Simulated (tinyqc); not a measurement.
Worked calculation: G0W0 on RHF in the 6-31g basis, for He, spin multiplicity 1. Computed by tinyqc, a small Python program that keeps every step (integrals from PySCF). Settings: charge = 0, multiplicity = 1, basis = 6-31g, method = RHF, energy threshold = 1e-10, iteration cap = 64, orthogonalisation = symmetric, start = core, DIIS depth = 6. Command: `OMP_NUM_THREADS=1 python tinyqc.py 23410 23411 out.jsonl` (the two numbers bound the seeds that draw the settings). One thread of a shared host (Intel(R) Xeon(R) Processor @ 2.60GHz), about 0.04 s of CPU time with the checks. The early iterations of the SCF are left out here.

## One-electron integrals

Geometry (angstrom):
```
atom       x       y       z
He    0.0000  0.0000  0.0000
```

Basis 6-31g: exponents (1/bohr^2) and contraction coefficients of normalised primitives:
```
element  l (shell)  exponent  coefficient
He           s (1)   38.4216       0.0401
He           s (1)    5.7780       0.2612
He           s (1)    1.2418       0.7932
He           s (2)    0.2980       1.0000
```

Overlap, kinetic and nuclear-attraction integrals over the contracted functions; the nuclear repulsion is the sum of Za Zb / Rab.

nuclear repulsion = 0 hartree

overlap S:
```
        1He 1s  1He 2s
1He 1s  1.0000  0.6341
1He 2s  0.6341  1.0000
```

kinetic energy T (hartree):
```
        1He 1s  1He 2s
1He 1s  2.9257  0.4672
1He 2s  0.4672  0.4469
```

nuclear attraction V (hartree):
```
         1He 1s   1He 2s
1He 1s  -4.8053  -2.0136
1He 2s  -2.0136  -1.7421
```

core Hamiltonian H = T + V (hartree):
```
         1He 1s   1He 2s
1He 1s  -1.8796  -1.5464
1He 2s  -1.5464  -1.2952
```

## Two-electron integrals

Functions are numbered as in S; the eight-fold symmetry (ij|kl) = (ji|kl) = (kl|ij) leaves the list below.

Two-electron integrals (ij|kl) in chemists' order, unique and non-zero (hartree):
```
(11|11) 1.5439   (21|11) 0.7854   (21|21) 0.4270   (22|11) 0.8040
(22|21) 0.4762   (22|22) 0.6159
```

## Orthogonalisation

S = U s U^T; symmetric (Loewdin) form X = U s^(-1/2) U^T, so that X^T S X = 1.

eigenvalues of S: 0.3659  1.6341

X:
```
         1He 1s   1He 2s
1He 1s   1.2178  -0.4355
1He 2s  -0.4355   1.2178
```

## Iteration 9 (converged): orbitals

converged F (hartree):
```
         1He 1s   1He 2s
1He 1s  -0.5492  -1.0004
1He 2s  -1.0004  -0.4292
```

Diagonalise F' = X^T F X, C = X C', fill 1 alpha and 1 beta electrons from the bottom; D = 2 C_occ C_occ^T. Each column has its largest component positive (the first on a tie).

F' = X^T F X (hartree):
```
         1        2
1   0.1652  -1.1544
2  -1.1544   0.3205
```

orbital energies (hartree): MO1 -0.9141, MO2 1.3999

coefficients C:
```
           MO1      MO2
1He 1s  0.5921  -1.1498
1He 2s  0.5136   1.1870
```

D after iteration 9:
```
        1He 1s  1He 2s
1He 1s  0.7011  0.6082
1He 2s  0.6082  0.5275
```

## Convergence

Stop when the energy changes by less than 1e-10 hartree and every element of the error matrix X^T (F D S - S D F) X is below 3e-06.

Course of the cycle:
```
iteration  E (hartree)     change  largest element of the error matrix
1            -2.741907          -                             6.75e-01
2            -2.854412  -1.13e-01                             5.65e-02
3            -2.855160  -7.49e-04                             3.65e-04
4            -2.855160  -2.48e-08                             1.65e-04
5            -2.855160  -3.70e-09                             1.06e-04
6            -2.855160  -1.20e-09                             7.83e-05
7            -2.855160  -5.34e-10                             6.20e-05
8            -2.855160  -8.99e-10                             6.84e-08
9            -2.855160  -8.88e-16                             1.53e-10
```

PySCF RHF in the same basis = -2.855160 hartree

Converged in 9 iterations.

## Integrals over molecular orbitals

(pq|rs) = sum C_ip C_jq C_kr C_ls (ij|kl), one index at a time.

one-electron integrals over orbitals h = C^T H C (hartree):
```
         1        2
1  -1.9410   0.3165
2   0.3165  -0.0887
```

Two-electron integrals over orbitals (pq|rs), unique and non-zero (hartree):
```
(11|11) 1.0269    (21|11) -0.3165   (21|21) 0.2277    (22|11) 0.8581
(22|21) -0.2556   (22|22) 0.7664
```

## Screening: direct RPA

With D = e_a - e_i and K = (ia|jb): diagonalise D^(1/2) (D + 4K) D^(1/2) = Z w^2 Z^T; X + Y = D^(1/2) Z w^(-1/2), each column of Z with its largest component positive (the first on a tie); E_c = (sum w - tr (D + 2K)) / 2.

D^(1/2) (D + 4K) D^(1/2) (hartree^2):
```
        1>2
1>2  7.4618
```

excitation energies w (hartree): 2.7316

X + Y:
```
          1
1>2  0.9204
```

RPA correlation energy = -0.018845 hartree

## G0W0 on Hartree-Fock: HOMO

W(p,q,m) = sqrt2 sum_ia (pq|ia) (X+Y)_ia,m; Sigma_c(x) = sum_(i,m) W^2/(x - e_i + w_m) + sum_(a,m) W^2/(x - e_a - w_m); solve x = e_p + Sigma_c(x) by Newton steps; Z = 1/(1 - dSigma/dx); 1 hartree = 27.211386 eV.

The 12 largest terms at x = e_p (hartree; W for the signs of X + Y given):
```
q  m        W     term
1  1  -0.4120   0.0621
2  1   0.2963  -0.0174
```

Newton steps (hartree):
```
step        x  Sigma_c(x)       Z
0     -0.9141      0.0447  0.9745
1     -0.8705      0.0436  0.9751
2     -0.8705      0.0436  0.9751
```

quasiparticle energy of the HOMO = -23.6884 eV

Hartree-Fock value = -24.8747 eV

## G0W0 on Hartree-Fock: LUMO

As before.

The 12 largest terms at x = e_p (hartree; W for the signs of X + Y given):
```
q  m        W     term
2  1  -0.3326  -0.0405
1  1   0.2963   0.0174
```

Newton steps (hartree):
```
step       x  Sigma_c(x)       Z
0     1.3999     -0.0231  0.9821
1     1.3772     -0.0227  0.9823
2     1.3772     -0.0227  0.9823
```

quasiparticle energy of the LUMO = 37.4747 eV

Hartree-Fock value = 38.0921 eV
